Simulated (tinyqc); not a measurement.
# Worked calculation: long-channel MOSFET, surface-potential model

tinyqc, about 0.03 s, one thread, Intel Xeon 2.30GHz (shared host): `OMP_NUM_THREADS=1 python tinyqc.py 2360031 2360032 out.jsonl` Printed values are rounded.

n-channel transistor on a uniformly doped p-type body, gradual-channel approximation, constant mobility, Boltzmann statistics, full ionisation. Potentials are counted from the neutral body; V is the electron quasi-Fermi potential, Vsb at the source and Vsb + Vds at the drain. Charges are magnitudes per area.

Inputs (values chosen for the exercise); material values close to those of silicon: temperature T = 300 K; band gap Eg = 1.14 eV; relative permittivity of the semiconductor eps_r = 11.5; conduction-band density of states at T Nc = 2.74e19 cm^-3; valence-band density of states at T Nv = 2.66e19 cm^-3; acceptor density of the body Na = 1.2e16 cm^-3; relative permittivity of the gate insulator eox = 24.6; insulator thickness tox = 44 nm; flat-band voltage Vfb = -0.35 V; channel mobility mu = 190 cm^2/(V s); gate width W = 2 um; gate length L = 0.5 um; source-body reverse bias Vsb = 0 V; gate-source voltage Vgs = 0.91 V; drain-source voltage Vds = 0.5 V.

Constants: q = 1.602176634e-19 C, kB = 1.380649e-23 J/K, Vt = kB T/q, eps0 = 8.8541878128e-14 F/cm where lengths are in cm. Results are converted to the units shown.

## Body potential, insulator capacitance and body factor

ni = sqrt(Nc Nv) exp(-Eg/(2 Vt)), Eg in volts; phiF = Vt ln(Na/ni); Cox = eps0 eox/tox; gamma = sqrt(2 q eps0 eps_r Na)/Cox. VT = Vfb + 2 phiF + gamma sqrt(2 phiF + Vsb), m = 1 + gamma/(2 sqrt(2 phiF + Vsb)).

ni = 7.173606e9 cm^-3
phiF = 0.3704594 V
Cox = 0.4950296 uF/cm^2
gamma = 0.1264017 V^0.5
VT = 0.4997211 V
m = 1.073424

## Iteration 1: surface potential at the source by Newton steps

psi at the start (the smaller of 2 phiF + Vsb + 4 Vt and the root without inversion charge) = 0.8443270 V

With V = Vsb: G = psi - Vt + Vt e, e = exp((psi - 2 phiF - Vsb)/Vt); f = Vgs + Vsb - Vfb - psi - gamma sqrt(G); f' = -1 - gamma (1 + e)/(2 sqrt(G)); psi(new) = psi - f/f'.

G = 2.229959 V
f = 0.2269167 V
f' = -3.353091
psi after iteration 1 = 0.9120009 V

## Iteration 2: surface potential at the source by Newton steps

As before.

G = 20.23020 V
f = -0.2205304 V
f' = -11.52825
psi after iteration 2 = 0.8928713 V

## Course of the iteration: surface potential at the source by Newton steps

Stop when psi changes by less than 1e-10 V, or after 40 iterations.

Course of the iteration:

| iteration | psi (V) | \|change\| (V) |
|---|---|---|
| 1 | 0.9120009 | 0.0677 |
| 2 | 0.8928713 | 0.0191 |
| 3 | 0.8886211 | 4.25e-3 |
| 4 | 0.8884473 | 1.74e-4 |
| 5 | 0.8884470 | 2.77e-7 |
| 6 | 0.8884470 | 7.00e-13 |

Converged in 6 iterations. At the end the number of correct digits about doubles with each step.

## Charges and current of the charge-sheet model

psi_0 = 0.8884470 V
psi_L = 1.127321 V

psi_0 and psi_L solve Vgs + Vsb - Vfb - psi = gamma sqrt(G) at V = Vsb and Vsb + Vds. Qi = Cox gamma [sqrt(G) - sqrt(psi - Vt)], G = psi - Vt + Vt exp((psi - 2 phiF - V)/Vt), at both ends. With U = Vgs + Vsb - Vfb: drift = mu (W/L) Cox [U (psi_L - psi_0) - (psi_L^2 - psi_0^2)/2 - (2/3) gamma ((psi_L - Vt)^1.5 - (psi_0 - Vt)^1.5)]; diffusion = mu (W/L) Vt (Qi0 - QiL).

Qi0 = 125.8148 nC/cm^2
QiL = 0.009516408 nC/cm^2
drift current = 11.40739 uA
diffusion current = 2.471762 uA
drain current = 13.87915 uA

Drift carries 82.2 % of the current. The drain end is pinched off: its charge is under 1 % of that at the source.

## Inversion charge along the channel

| point | V (V) |
|---|---|
| 0 | 0 |
| 1 | 0.05 |
| 2 | 0.1 |
| 3 | 0.15 |
| 4 | 0.2 |
| 5 | 0.25 |
| 6 | 0.3 |
| 7 | 0.35 |
| 8 | 0.4 |
| 9 | 0.45 |
| 10 | 0.5 |

The surface potential psi at channel potential V solves Vgs + Vsb - Vfb - psi = gamma sqrt(G), G = psi - Vt + Vt exp((psi - 2 phiF - V)/Vt). Charge sheet: Qi = Cox gamma [sqrt(G) - sqrt(psi - Vt)]. Pao-Sah: Qi = (Cox gamma/2) integral from 3 Vt to psi of exp((u - 2 phiF - V)/Vt)/sqrt(G(u, V)) du.

| point | psi (V) | Qi, charge sheet (nC/cm^2) | Qi, Pao-Sah (nC/cm^2) |
|---|---|---|---|
| 0 | 0.888447 | 125.8148 | 127.1682 |
| 1 | 0.931143 | 103.2582 | 104.3779 |
| 2 | 0.972647 | 81.36276 | 82.25648 |
| 3 | 1.012475 | 60.37945 | 61.05444 |
| 4 | 1.049770 | 40.75351 | 41.21903 |
| 5 | 1.082879 | 23.34805 | 23.62117 |
| 6 | 1.108526 | 9.876394 | 9.994474 |
| 7 | 1.122452 | 2.565286 | 2.596365 |
| 8 | 1.126501 | 0.4399097 | 0.4452609 |
| 9 | 1.127214 | 0.06553584 | 0.06633361 |
| 10 | 1.127321 | 0.009516408 | 0.009632265 |

At the source the charge-sheet charge is 1.1 % below the Pao-Sah one.

## Pao-Sah current by Simpson's rule

I = mu (W/L) integral of Qi dV; Simpson's rule on the 11 points, step Vds/10, weights 1, 4, 2, ..., 4, 1 times step/3.

Pao-Sah current = 14.71706 uA

Gauss-Legendre quadrature on many points gives 14.72 uA, so this value is within 0.01 % of it; the charge-sheet current, 13.88 uA, is 5.7 % below it.
